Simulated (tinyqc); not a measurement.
Equation-of-state fits to an energy-volume table made by a known binding curve. Which input was changed? Computed by tinyqc, a small Python program. Command: `OMP_NUM_THREADS=1 python tinyqc.py 3011061 3011062 out.jsonl eosfit which`. One thread of a shared host (Intel(R) Xeon(R) Processor @ 2.30GHz), about 0.08 s of CPU time with the checks.

With x = (V/V_0)^(1/3), the energy per atom is E = D [m x^-n - n x^-m]/(n - m), so that B0 = D n m/(9 V_0) and B' = (n + m + 6)/3. B' = dB/dP at P = 0.

Inputs (values chosen for the exercise, for a model crystal):
```
quantity,value,unit
cohesive energy D,4.67,eV/atom
true volume V_0,29.7,angstrom^3/atom
repulsive exponent n,9,-
attractive exponent m,1,-
compression V/V_0 for the pressure test,0.75,-
```

Binding curve: Mie. Noise: none.

Constants: 1 eV/angstrom^3 = 160.2176634 GPa.

Method. B0 and B' from the formulas above; P = -dE/dV at V = c V_0 (c the compression chosen), from the curve itself.

Task: One of these inputs alone was changed, within the range given: true volume V_0 (14.85 to 59.4); repulsive exponent n (4.6 to 18); attractive exponent m (0.5 to 2); compression V/V_0 for the pressure test (0.55 to 0.97). Which one, and to what value?

Results:
```
run,exact B0 (GPa),exact pressure at c V_0 (GPa),exact B'
before,25.19247,15.99379,5.333333
after,32.53115,20.65286,5.333333
```

Result:

Each candidate set to reproduce exact B0, and what it then gives:
```
candidate,range searched,value needed,exact pressure at c V_0 (GPa),exact B'
true volume V_0 (angstrom^3/atom),14.85 to 59.4,23.00,20.653,5.3333
repulsive exponent n,4.6 to 18,11.62,23.856,6.2072
attractive exponent m,0.5 to 2,1.291,20.907,5.4304
compression V/V_0 for the pressure test,0.55 to 0.97,no effect,-,-
```

Only true volume V_0 fits every result: it went from 29.7 to 23.0 angstrom^3/atom. The next best candidate, attractive exponent m, misses one result by 1.8 %.
